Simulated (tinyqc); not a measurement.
Grain growth, pinning, strength and diffusional creep of a polycrystal or thin film: one step, computed by the program tinyqc. Command: `OMP_NUM_THREADS=1 python tinyqc.py 3017103 3017104 out.jsonl grain walk`. One thread of a shared host (Intel(R) Xeon(R) Processor @ 2.30GHz), about 0.01 s of CPU time with the checks.

One mean grain size d describes the structure.

Question. Yield stress. Hall-Petch term k_y/sqrt(d). Orowan term 3.06 x 0.4 G b ln(2 rbar/b)/(pi lambda sqrt(1 - nu)) with nu = 1/3, rbar = sqrt(2/3) r, lambda = rbar (sqrt(pi/f) - 2). Film term (threading dislocation, matched substrate, the geometry of an fcc (111) film taken for all cases): 3.464 G b ln(2 h/b)/(4 pi (1 - nu) h). The terms are added to sigma_0.

Inputs (values chosen for the exercise, modelled on nickel):
```
quantity,value,unit
shear modulus G,81.2,GPa
Burgers vector b,2.492,angstrom
anneal temperature T,834,K
particle volume fraction f,0.00045,-
particle radius r,4.6,nm
film thickness h,970,nm
friction stress sigma_0,29,MPa
Hall-Petch slope k_y,0.15,MPa m^0.5
```

Sample: thin film on a substrate.

grain size d = 142.8010 nm

Give: Hall-Petch term; Orowan term; film term; yield stress.

Answer.

Hall-Petch term = 396.94 MPa

Orowan term = 107.37 MPa

film term = 77.285 MPa

yield stress = 610.59 MPa

Caution: the grains are smaller than the film is thick, so they are not columnar, and the groove drag and film term are overstated.
